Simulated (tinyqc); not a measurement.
Worked calculation: density of states of one tight-binding band on the simple cubic lattice. Values are carried at full precision from step to step, so a last printed digit may differ when a step is redone from the rounded ones.

E(k) = -2 t (c1 + c2 + c3) - 4 t2 (c1 c2 + c2 c3 + c3 c1) with ci = cos(2 pi ki); k in fractions of the reciprocal vectors, mesh k_i = j/N with j = 0 .. N-1. Densities are per cell and per spin, so the band holds one state.

Values chosen for the exercise: t = 1.64 eV (nearest hopping); t2 = 0 eV (second hopping); N = 5 (mesh points along each axis); bins = 10 (bins of the histogram); E_lo = -9.913 eV (lower end of the histogram); E_hi = 9.917 eV (upper end); E = 4.45 eV (energy at which the density is wanted); sigma = 0.328 eV (Gaussian width).

## Energies on the mesh

Evaluate the band at all 125 points and collect equal values.

Distinct energies:

| E_k (eV) | points |
|---|---|
| -9.8400 | 1 |
| -7.5736 | 6 |
| -5.3072 | 12 |
| -3.9064 | 6 |
| -3.0407 | 8 |
| -1.6400 | 24 |
| 0.6264 | 24 |
| 2.0272 | 12 |
| 4.2936 | 24 |
| 7.9607 | 8 |

The 125 points give 10 distinct energies between -9.8400 and 7.9607 eV; a dense mesh gives a band from -9.840 to 9.840 eV.

## Histogram

Count the points in equal bins from E_lo to E_hi; g = count/(all points x bin width).

Histogram:

| from (eV) | to (eV) | points | g (1/eV) |
|---|---|---|---|
| -9.9130 | -7.9300 | 1 | 0.0040 |
| -7.9300 | -5.9470 | 6 | 0.0242 |
| -5.9470 | -3.9640 | 12 | 0.0484 |
| -3.9640 | -1.9810 | 14 | 0.0565 |
| -1.9810 | 0.0020 | 24 | 0.0968 |
| 0.0020 | 1.9850 | 24 | 0.0968 |
| 1.9850 | 3.9680 | 12 | 0.0484 |
| 3.9680 | 5.9510 | 24 | 0.0968 |
| 5.9510 | 7.9340 | 0 | 0.0000 |
| 7.9340 | 9.9170 | 8 | 0.0323 |

Empty bins: 1 of 10; the fullest holds 24 points. Empty bins inside the band come from the coarse mesh, not from gaps.

## Gaussian broadening at one energy

Gaussian broadening: g(E) = mean over the mesh of exp(-(E - E_k)^2/(2 sigma^2))/(sigma sqrt(2 pi)), n(E) = mean of erfc((E_k - E)/(sigma sqrt 2))/2.

Sum over the distinct energies with their counts.

n(E) = 0.8752
g(E) = 0.2084 1/eV

## One tetrahedron of the mesh

For corner energies e1 <= e2 <= e3 <= e4 and eij = ei - ej, the share of the tetrahedron below E is n = (E - e1)^3/(e21 e31 e41) for e1 < E < e2; n = [e21^2 + 3 e21 x + 3 x^2 - (e31 + e42) x^3/(e32 e42)]/(e31 e41) with x = E - e2 for e2 < E < e3; n = 1 - (e4 - E)^3/(e41 e42 e43) for e3 < E < e4; its density of states is g = dn/dE.

corner energies, sorted (eV): -3.0407  0.6264  4.2936  7.9607

Find its share below E and its density of states at E.

n = 0.8538
g = 0.1250 1/eV

E lies between corners 3 and 4.

## Sum over all linear tetrahedra

Each cube of the mesh, corners numbered 0 to 7 as the binary number (i j l), is cut into six tetrahedra around the diagonal 0-7: 0137, 0157, 0237, 0267, 0457, 0467. For corner energies e1 <= e2 <= e3 <= e4 and eij = ei - ej, the share of the tetrahedron below E is n = (E - e1)^3/(e21 e31 e41) for e1 < E < e2; n = [e21^2 + 3 e21 x + 3 x^2 - (e31 + e42) x^3/(e32 e42)]/(e31 e41) with x = E - e2 for e2 < E < e3; n = 1 - (e4 - E)^3/(e41 e42 e43) for e3 < E < e4; its density of states is g = dn/dE.

Average n and g over all pieces of the mesh. The reference uses the same method with N = 36.

n(E) = 0.8927
g(E) = 0.0461 1/eV
reference n(E) = 0.861
reference g(E) = 0.051 1/eV

On this mesh the linear method errs by -0.005 1/eV in g and +0.032 in n; the Gaussian sum erred by +0.157 and +0.014.

## Checks

- States below the top of the band by the linear method against one: both 1.000000.

tinyqc: `OMP_NUM_THREADS=1 python tinyqc.py 1680390 1680391 out.jsonl`; about 0.2 s, one thread, shared Intel(R) Xeon(R) Processor @ 2.30GHz.
